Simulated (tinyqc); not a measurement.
Wannier function of the lower band of a two-orbital chain: one step. Hoppings and interpolation. Four cases, with inputs chosen for the exercise.

Problem. H(R) = (1/N) sum_j E_j cos(2 pi j R/N) for R = 0 to N/2. Interpolation: E(k) = H(0) + 2 sum H(R) cos(kR), the term R = N/2 of an even mesh counted once.

Give: H(0), H(1), ...; interpolated E(kq).

Case 1.

Values chosen: kq = 2.84 1/a (point off the mesh).

Mesh:
```
j,E lower (eV),E upper (eV),u_A,u_B,|<trial|u>|
0,-2.368347,2.288347,0.7875640,0.6162329,0.848432
1,-1.961101,1.936380,0.7581538-0.3118521i,0.5613090+0.1135049i,0.786762
2,-1.073221,1.137942,0.8037631-0.4879815i,0.2903332+0.1776107i,0.547727
3,-1.073221,1.137942,0.8037631+0.4879815i,0.2903332-0.1776107i,0.547727
4,-1.961101,1.936380,0.7581538+0.3118521i,0.5613090-0.1135049i,0.786762
```

Solution.

H(0), H(1), ... (eV): -1.6874  -0.3688  0.0283

interpolated E(kq) = -0.9365 eV

The exact value is -0.9058 eV; the interpolation is off by -30.8 meV. Though the chain has short hoppings, the single band has longer ones, made by paths through the other orbital, which the tails of the Wannier function carry.

Case 2.

Values chosen: kq = 2.85 1/a (point off the mesh).

Mesh:
```
j,E lower (eV),E upper (eV),u_A,u_B,|<trial|u>|
0,-2.393905,2.993905,0.7258875,0.6878135,0.999638
1,-1.941475,1.941475,0.7310951-0.2439277i,0.5886413+0.2439277i,0.933195
2,-0.915081,0.315081,0.9876978,0.1563749,0.808982
3,-1.941475,1.941475,0.7310951+0.2439277i,0.5886413-0.2439277i,0.933195
```

Solution.

H(0), H(1), ... (eV): -1.7980  -0.3697  0.1435

interpolated E(kq) = -0.9700 eV

The exact value is -1.0081 eV; the interpolation is off by +38.1 meV. Though the chain has short hoppings, the single band has longer ones, made by paths through the other orbital, which the tails of the Wannier function carry.

Case 3.

Values chosen: kq = 0.65 1/a (point off the mesh).

Mesh:
```
j,E lower (eV),E upper (eV),u_A,u_B,|<trial|u>|
0,-1.770414,1.190414,0.6986981,0.7154167,0.901248
1,-1.510211,1.220211,0.7089538-0.0323562i,0.6988810+0.0888979i,0.905230
2,-0.959672,1.249672,0.7373711-0.0393215i,0.6656321+0.1080349i,0.920562
3,-0.661118,1.241118,0.7590956,0.6509792,0.935965
4,-0.959672,1.249672,0.7373711+0.0393215i,0.6656321-0.1080349i,0.920562
5,-1.510211,1.220211,0.7089538+0.0323562i,0.6988810-0.0888979i,0.905230
```

Solution.

H(0), H(1), ... (eV): -1.2285  -0.2766  0.0064  -0.0014

interpolated E(kq) = -1.6651 eV

The exact value is -1.6652 eV; the interpolation is off by +0.2 meV. Though the chain has short hoppings, the single band has longer ones, made by paths through the other orbital, which the tails of the Wannier function carry.

Case 4.

Values chosen: kq = 1.04 1/a (point off the mesh).

Mesh:
```
j,E lower (eV),E upper (eV),u_A,u_B,|<trial|u>|
0,-3.692950,2.952950,0.7218487,0.6920509,0.999778
1,-3.354730,2.831471,0.7039366-0.0929479i,0.6979933+0.0929479i,0.991314
2,-2.472752,2.472752,0.6490064-0.1680466i,0.7227111+0.1680466i,0.969951
3,-1.415819,1.939078,0.5581616-0.1781515i,0.7905566+0.1781515i,0.953688
4,-0.851147,1.591147,0.4878025,0.8729540,0.962200
5,-1.415819,1.939078,0.5581616+0.1781515i,0.7905566-0.1781515i,0.953688
6,-2.472752,2.472752,0.6490064+0.1680466i,0.7227111-0.1680466i,0.969951
7,-3.354730,2.831471,0.7039366+0.0929479i,0.6979933-0.0929479i,0.991314
```

Solution.

H(0), H(1), ... (eV): -2.3788  -0.6980  0.0502  -0.0125  0.0064

interpolated E(kq) = -3.1129 eV

The exact value is -3.1149 eV; the interpolation is off by +2.0 meV. Though the chain has short hoppings, the single band has longer ones, made by paths through the other orbital, which the tails of the Wannier function carry.

Computed by tinyqc, one run a case: `OMP_NUM_THREADS=1 python tinyqc.py N N+1 out.jsonl` with N = 1480241, 1481401, 1481873, 1482092; one thread of a shared Intel(R) Xeon(R) Processor @ 2.30GHz, about 0.1 s a run at most.
